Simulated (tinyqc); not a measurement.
Worked calculation: MP2 on RHF in the sto-3g basis, frozen core, for BeH2, spin multiplicity 1. One step of it, computed by the program tinyqc.

Task: Second-order Moller-Plesset energy. E2 = sum_ijab (ia|jb) [2 (ia|jb) - (ib|ja)] / (e_i + e_j - e_a - e_b) over occupied i, j and virtual a, b; the opposite-spin part is (ia|jb)^2 / denominator, the rest is same-spin, and SCS-MP2 scales them by 6/5 and 1/3.

orbital energies (hartree): MO1 -4.520367, MO2 -0.454883, MO3 -0.417802, MO4 0.210701, MO5 0.212182, MO6 0.457667, MO7 0.921635

Two-electron integrals over orbitals (pq|rs), unique and non-zero (hartree); the lowest 1 orbital is frozen and left out:
```
(22|22) 0.397045    (32|32) 0.163975    (33|22) 0.410154    (33|33) 0.433260
(42|22) 0.005779    (42|33) 0.005590    (42|42) 0.049205    (43|32) 0.006202
(43|43) 0.014870    (44|22) 0.367407    (44|33) 0.354891    (44|42) -0.013199
(44|44) 0.450979    (52|52) 0.049234    (53|53) 0.014496    (54|52) -0.004703
(54|54) 0.024644    (55|22) 0.368074    (55|33) 0.355110    (55|42) -0.003940
(55|44) 0.401144    (55|55) 0.449859    (62|22) -0.023427   (62|33) -0.046669
(62|42) -0.001469   (62|44) 0.051983    (62|55) 0.053328    (62|62) 0.078023
(63|32) -0.094195   (63|43) -0.005083   (63|63) 0.083261    (64|22) 0.002193
(64|33) -0.001179   (64|42) 0.045541    (64|44) -0.003327   (64|55) 0.002995
(64|62) 0.010589    (64|64) 0.049136    (65|52) 0.047150    (65|54) -0.003273
(65|65) 0.050492    (66|22) 0.396393    (66|33) 0.406934    (66|42) 0.013611
(66|44) 0.364749    (66|55) 0.366726    (66|62) -0.032769   (66|64) 0.008831
(66|66) 0.413131    (72|32) -0.043961   (72|43) -0.005947   (72|63) 0.061005
(72|72) 0.056584    (73|22) -0.005504   (73|33) -0.020753   (73|42) -0.008585
(73|44) 0.060083    (73|55) 0.060025    (73|62) 0.072890    (73|64) 0.003764
(73|66) -0.026045   (73|73) 0.082823    (74|32) -0.014587   (74|43) 0.013223
(74|63) 0.008599    (74|72) 0.002210    (74|74) 0.018031    (75|53) 0.013719
(75|75) 0.016567    (76|32) 0.141726    (76|43) 0.007046    (76|63) -0.094402
(76|72) -0.055076   (76|74) -0.012574   (76|76) 0.138932    (77|22) 0.425834
(77|33) 0.444479    (77|42) 0.001135    (77|44) 0.390578    (77|55) 0.390073
(77|62) -0.035097   (77|64) -0.003762   (77|66) 0.433620    (77|73) -0.009597
(77|77) 0.485845
```

Hartree-Fock energy = -15.55851066 hartree

Give: Terms; Pair energies; MP2 correlation energy; SCS-MP2 correlation energy; MP2 total energy.

Result:

Terms:
```
i  j  a  b  (ia|jb)  (ib|ja)  denominator       term
3  3  6  6   0.0833   0.0833      -1.7509    -0.0040
2  2  6  6   0.0780   0.0780      -1.8251    -0.0033
3  2  7  6   0.0729   0.0610      -2.2520    -0.0027
2  3  6  7   0.0729   0.0610      -2.2520    -0.0027
3  3  7  7   0.0828   0.0828      -2.6789    -0.0026
2  2  4  4   0.0492   0.0492      -1.3312    -0.0018
2  2  5  5   0.0492   0.0492      -1.3341    -0.0018
3  2  6  7   0.0610   0.0729      -2.2520    -0.0013
2  3  7  6   0.0610   0.0729      -2.2520    -0.0013
2  2  7  7   0.0566   0.0566      -2.7530    -0.0012
3  3  4  4   0.0149   0.0149      -1.2570  -1.76e-04
3  3  5  5   0.0145   0.0145      -1.2600  -1.67e-04
3  2  7  4  -0.0086  -0.0059      -2.0050  -4.81e-05
2  3  4  7  -0.0086  -0.0059      -2.0050  -4.81e-05
3  3  4  6  -0.0051  -0.0051      -1.5040  -1.72e-05
3  3  6  4  -0.0051  -0.0051      -1.5040  -1.72e-05
3  2  4  7  -0.0059  -0.0086      -2.0050  -9.81e-06
2  3  7  4  -0.0059  -0.0086      -2.0050  -9.81e-06
2  2  4  6  -0.0015  -0.0015      -1.5781  -1.37e-06
2  2  6  4  -0.0015  -0.0015      -1.5781  -1.37e-06
```

Pair energies (hartree; pair i-j sums ij and ji):
```
pair  opposite spin  same spin
2-2         -0.0081          0
3-2         -0.0081  -1.32e-04
3-3         -0.0069     0.0000
```

MP2 correlation energy = -0.023299 hartree

SCS-MP2 correlation energy = -0.027844 hartree

MP2 total energy = -15.581809 hartree
